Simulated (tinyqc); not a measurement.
# Semiconductor laser, carrier and photon rate equations: several studies

Carrier density N and photon density S in one mode: dN/dt = F1 = eta I/(q V) - (A N + B N^2 + C N^3) - vg g S; dS/dt = F2 = G vg g S + G be B N^2 - S/tp, with g = g0 ln(N/Ntr)/(1 + ec S). Output power P = Fo Eph S V/(G tp). No heating, no carrier transport.

Values chosen for this exercise: active volume V = 1.2e-11 cm^3; confinement factor G = 0.101; group velocity vg = 8.13e9 cm/s; gain coefficient g0 = 2600 1/cm; transparency density Ntr = 2.8e18 cm^-3; gain compression ec = 9.9e-18 cm^3; photon lifetime tp = 3 ps; defect recombination coefficient A = 1.8e8 1/s; radiative coefficient B = 6e-11 cm^3/s; Auger coefficient C = 1.1e-29 cm^6/s; share of spontaneous emission into the mode be = 9.8e-5; injection efficiency eta = 0.94; share of cavity losses that is output Fo = 0.62; photon energy Eph = 1.27 eV; drive current I = 13 mA.

Constants: q = 1.602176634e-19 C. Results are converted to the units shown.

Each table varies one quantity; the others keep the values above.

## Effect of the gain compression on threshold and bandwidth

gth = 1/(G vg tp), Nth = Ntr exp(gth/g0), Ith = q V (A Nth + B Nth^2 + C Nth^3)/eta. N and S are the steady state (F1 = F2 = 0, S > 0). Jacobian, with a = g0/(N (1 + ec S)) and d = g/(1 + ec S): J11 = -(A + 2 B N + 3 C N^2) - vg a S, J12 = -vg d, J21 = G vg a S + 2 G be B N, J22 = G vg d - 1/tp. wR^2 = det J, gamma = -trace J, fR = wR/(2 pi); the response wR^2/(wR^2 - w^2 + i gamma w) falls to 1/sqrt(2) at w^2 = x + sqrt(x^2 + wR^4), x = wR^2 - gamma^2/2 (f3dB = w/(2 pi)).

The same in every row: Ith (mA) = 3.3088.

Results:
```
ec (cm^3)  P (mW)  fR (GHz)  gamma (1/ns)  f3dB (GHz)
1e-18      7.1721    8.8406        10.664      13.647
2.2e-18    7.1709    8.8318        11.216      13.623
4.6e-18    7.1684    8.8144        12.313      13.576
1e-17      7.1628    8.7754        14.752      13.462
4.6e-17    7.1256    8.5278        30.019      12.507
1e-16      7.0692    8.1919        50.103      10.543
```

Estimate the missing row, ec = 2.2e-17 cm^3.

Computed row:
```
ec (cm^3)  P (mW)  fR (GHz)  gamma (1/ns)  f3dB (GHz)
2.2e-17    7.1505    8.6906        20.027      13.181
```

With this row back in the table: As ec goes from 1e-18 to 1e-16 cm^3, Ith stays at 3.31 mA, fR falls from 8.84 to 8.19 GHz, gamma rises from 10.7 to 50.1 1/ns and f3dB falls from 13.6 to 10.5 GHz.

## Modulation bandwidth against current

Same model as above.

The same in every row: Ith (mA) = 3.309.

Results:
```
I (mA)  P (mW)  fR (GHz)  gamma (1/ns)  f3dB (GHz)
4.3     0.7328     2.828         2.399       4.380
9.4      4.502     6.979         9.642       10.75
14       7.902     9.210         16.10       14.11
21       13.08     11.78         25.76       17.91
31       20.47     14.62         39.19       21.97
45       30.81     17.73         57.30       26.25
67       47.07     21.54         84.23       31.14
99       70.72     25.76         120.4       36.03
```

Estimate the missing row, I = 6.4 mA.

Computed row:
```
I (mA)  P (mW)  fR (GHz)  gamma (1/ns)  f3dB (GHz)
6.4      2.285     4.984         5.381       7.704
```

With this row back in the table: As I goes from 4.3 to 99 mA, fR rises from 2.83 to 25.8 GHz, gamma rises from 2.40 to 120 1/ns and f3dB rises from 4.38 to 36.0 GHz. Against I - Ith, fR goes with exponent 0.50 at the start and 0.44 at the end (1/2 without compression). The slope of gamma against fR^2 between the third and fourth rows, the K factor, is 0.179 ns. For I = 45 to 99 mA the current exceeds 12 Ith, where heating, left out here, usually rolls the output over. For I = 67 to 99 mA f3dB passes 30 GHz, where parasitics and carrier transport, left out here, would limit it.

## Effect of the Auger coefficient on threshold and bandwidth

Same model as above.

Result of one run:
```
C (cm^6/s)  Ith (mA)  P (mW)  fR (GHz)  gamma (1/ns)  f3dB (GHz)
1.5e-29        3.596   6.950     8.647         14.43       13.27
```

What becomes of these results when the Auger coefficient C is changed from 1.5e-29 to 1.1e-30 cm^6/s, all else the same?

Result of the changed run:
```
C (cm^6/s)  Ith (mA)  P (mW)  fR (GHz)  gamma (1/ns)  f3dB (GHz)
1.1e-30        2.599   7.692     9.086         15.39       13.94
```

The whole series:
```
C (cm^6/s)  Ith (mA)  P (mW)  fR (GHz)  gamma (1/ns)  f3dB (GHz)
1.1e-30        2.599   7.692     9.086         15.39       13.94
2.1e-30        2.670   7.638     9.056         15.32       13.89
4.1e-30        2.814   7.531     8.994         15.18       13.80
7.8e-30        3.079   7.334     8.878         14.93       13.62
1.5e-29        3.596   6.950     8.647         14.43       13.27
2.9e-29        4.600   6.203     8.180         13.47       12.55
5.5e-29        6.465   4.820     7.226         11.67       11.10
```

As C goes from 1.1e-30 to 5.5e-29 cm^6/s, Ith rises from 2.60 to 6.46 mA, fR falls from 9.09 to 7.23 GHz, gamma falls from 15.4 to 11.7 1/ns and f3dB falls from 13.9 to 11.1 GHz.

Program tinyqc, `OMP_NUM_THREADS=1 python tinyqc.py 2840127 2840128 out.jsonl`; Intel Xeon 2.30GHz, shared host, one thread, about 0.01 s.
